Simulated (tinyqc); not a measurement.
Inside a calculation. Method: Pariser-Parr-Pople SCF with singles CI, for the molecule ClC1=C2C=CC=C2C=C1 (SMILES; centres numbered as the heavy atoms are written). One step of it, computed by the program tinyqc.

Problem. PPP integrals. Mataga-Nishimoto: gamma = 14.399645/(R + a), a = 2 x 14.399645/(gamma_rr + gamma_ss); H_rr = -W_r - sum_(s != r) z_s gamma_rs; H_rs = beta for bonds.

Centres (angstrom, eV; a flat drawing with bonds scaled to 1.40 angstrom):
```
centre          x          y  core charge z          W   gamma_rr
1Cl     -2.291000  -1.416000              2  26.000000  13.000000
2C      -1.379000  -0.355000              1  11.160000  11.130000
3C       0.017000  -0.469000              1  11.160000  11.130000
4C       1.078000  -1.381000              1  11.160000  11.130000
5C       2.274000  -0.654000              1  11.160000  11.130000
6C       1.952000   0.709000              1  11.160000  11.130000
7C       0.556000   0.823000              1  11.160000  11.130000
8C      -0.505000   1.735000              1  11.160000  11.130000
9C      -1.701000   1.008000              1  11.160000  11.130000
```

Resonance integrals (eV):
```
i  j       beta
1  2  -1.590000
2  3  -2.390000
3  4  -2.390000
4  5  -2.390000
5  6  -2.390000
6  7  -2.390000
7  8  -2.390000
8  9  -2.390000
9  2  -2.390000
7  3  -2.390000
```

Give: repulsion gamma_rs; core matrix H.

Solution.

repulsion gamma_rs (eV):
```
         1Cl       2C       3C       4C       5C       6C       7C       8C
1Cl  13.0000   5.5541   3.9042   3.1560   2.4735   2.4246   2.9903   2.9903
2C    5.5541  11.1300   5.3443   3.6396   2.9037   3.0058   4.0458   4.0458
3C    3.9042   5.3443  11.1300   5.3473   4.0467   4.0458   5.3457   4.0463
4C    3.1560   3.6396   5.3473  11.1300   5.3463   4.0458   4.0463   3.0069
5C    2.4735   2.9037   4.0467   5.3463  11.1300   5.3445   4.0455   2.9040
6C    2.4246   3.0058   4.0458   4.0458   5.3445  11.1300   5.3443   3.6396
7C    2.9903   4.0458   5.3457   4.0463   4.0455   5.3443  11.1300   5.3473
8C    2.9903   4.0458   4.0463   3.0069   2.9040   3.6396   5.3473  11.1300
9C    3.9042   5.3445   4.0455   2.9040   2.5703   2.9037   4.0467   5.3463

          9C
1Cl   3.9042
2C    5.3445
3C    4.0455
4C    2.9040
5C    2.5703
6C    2.9037
7C    4.0467
8C    5.3463
9C   11.1300
```

core matrix H (eV):
```
          1Cl        2C        3C        4C        5C        6C        7C        8C
1Cl  -53.3971   -1.5900    0.0000    0.0000    0.0000    0.0000    0.0000    0.0000
2C    -1.5900  -50.5978   -2.3900    0.0000    0.0000    0.0000    0.0000    0.0000
3C     0.0000   -2.3900  -51.1901   -2.3900    0.0000    0.0000   -2.3900    0.0000
4C     0.0000    0.0000   -2.3900  -45.8082   -2.3900    0.0000    0.0000    0.0000
5C     0.0000    0.0000    0.0000   -2.3900  -43.2681   -2.3900    0.0000    0.0000
6C     0.0000    0.0000    0.0000    0.0000   -2.3900  -44.3388   -2.3900    0.0000
7C     0.0000    0.0000   -2.3900    0.0000    0.0000   -2.3900  -49.3622   -2.3900
8C     0.0000    0.0000    0.0000    0.0000    0.0000    0.0000   -2.3900  -45.4769
9C     0.0000   -2.3900    0.0000    0.0000    0.0000    0.0000    0.0000   -2.3900

           9C
1Cl    0.0000
2C    -2.3900
3C     0.0000
4C     0.0000
5C     0.0000
6C     0.0000
7C     0.0000
8C    -2.3900
9C   -46.1295
```
